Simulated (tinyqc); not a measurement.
# Inputs raised by 5 %, one at a time

Model: X-ray photoelectron analysis of a thin oxide on a semiconductor: attenuation lengths, thickness, angle series and band offsets. Computed by tinyqc, a small Python program. Command: `OMP_NUM_THREADS=1 python tinyqc.py 3112281 3112282 out.jsonl xps sens`. One thread of a shared host (Intel(R) Xeon(R) Processor @ 2.30GHz), about 0.01 s of CPU time with the checks.

The same element is seen in the oxide and in the substrate, at nearly the same kinetic energy; films are flat and uniform, and the work function is ignored.

Inputs (values chosen for the exercise, modelled on SiO2 on silicon):
```
quantity                                           value     unit
photon energy                                     1253.6       eV
binding energy of the core level                    99.4       eV
oxide density                                       2.16   g/cm^3
oxide formula mass                                 60.08    g/mol
valence electrons per oxide formula                   16        -
oxide gap                                           8.86       eV
substrate density                                   2.33   g/cm^3
substrate formula mass                             28.09    g/mol
valence electrons per substrate formula                4        -
substrate gap                                       1.12       eV
oxide thickness d                                    8.8       nm
emission angle from the normal                        55  degrees
attenuation length over inelastic mean free path    0.86        -
carbon overlayer                                    0.23       nm
valence band offset used to make the data           4.55       eV
core level less valence band top, substrate        98.91       eV
core level less valence band top, thick oxide      98.29       eV
field in the oxide                                   1.3    MV/cm
```

Method:
- TPP-2M: lambda = E/(E_p^2 [b ln(c E) - C/E + D/E^2]) in angstrom, E_p = 28.8 sqrt(N_v rho/M), b = -0.10 + 0.944/sqrt(E_p^2 + E_g^2) + 0.069 rho^0.1, c = 0.191/sqrt(rho), U = N_v rho/M, C = 1.97 - 0.91 U, D = 53.4 - 20.8 U, with E = photon energy less binding energy in eV.
- Attenuation length L = factor x lambda.
- R_0 = (rho_o/M_o) L_o/((rho_s/M_s) L_s); peak ratio R = I_ox/I_sub = R_0 [exp(d/(L_o cos theta)) - 1]; hence d = L_o cos theta ln(1 + R/R_0). A carbon layer weakens both peaks alike, by exp(-d_C/(L_o cos theta)) if its L is taken equal to L_o. This R_0 leaves out intrinsic losses from the substrate peak, so calibrated values can be larger.
- Valence band offset = (E_core - E_v)(substrate) - (E_core - E_v)(oxide) + (core level separation at the interface, oxide less substrate). The separation is made here from the given offset; a uniform field F that raises the binding energy towards the surface shifts the oxide peak by e F <z>, <z> = d/(1 - exp(-x)) - d/x, x = d/(L_o cos theta), being the mean distance from the interface. Conduction band offset = oxide gap - substrate gap - valence band offset.

Runs:
```
input moved                                         from       to  ratio R  L in the oxide (nm)      R_0  apparent valence band offset (eV)
base run                                               -        -   108.40               2.8978  0.54689                             5.4837
photon energy (eV)                                1253.6  1316.28    87.33               3.0202  0.54667                             5.4760
oxide density (g/cm^3)                              2.16    2.268   119.35               2.8664  0.56801                             5.4857
oxide gap (eV)                                      8.86    9.303    99.44               2.9570  0.55807                             5.4799
oxide thickness d (nm)                               8.8     9.24   141.42               2.8978  0.54689                             5.5398
emission angle from the normal (degrees)              55    57.75   161.42               2.8978  0.54689                             5.4969
attenuation length over inelastic mean free path    0.86    0.903    84.13               3.0427  0.54689                             5.4746
field in the oxide (MV/cm)                           1.3    1.365   108.40               2.8978  0.54689                             5.5304
```

Exponents ln(y'/y) / ln(x'/x):
```
input                                             ratio R  L in the oxide     R_0  apparent valence band offset
photon energy                                      -4.430           0.848  -0.008                        -0.029
oxide density                                       1.972          -0.223   0.777                         0.008
oxide gap                                          -1.770           0.415   0.415                        -0.014
oxide thickness d                                   5.450           0.000   0.000                         0.209
emission angle from the normal                      8.160           0.000   0.000                         0.049
attenuation length over inelastic mean free path   -5.197           1.000   0.000                        -0.034
field in the oxide                                  0.000           0.000   0.000                         0.174
```

Which inputs matter most for each result?

Among the inputs moved here: ratio R answers most in size to emission angle from the normal (exponent +8.160), next to oxide thickness d (+5.450); its exponent is below 0.0005 for field in the oxide. L in the oxide answers most in size to attenuation length over inelastic mean free path (exponent +1.000), next to photon energy (+0.848); its exponent is below 0.0005 for oxide thickness d, emission angle from the normal, field in the oxide. R_0 answers most in size to oxide density (exponent +0.777), next to oxide gap (+0.415); its exponent is below 0.0005 for oxide thickness d, emission angle from the normal, attenuation length over inelastic mean free path, field in the oxide. Apparent valence band offset answers most in size to oxide thickness d (exponent +0.209), next to field in the oxide (+0.174).
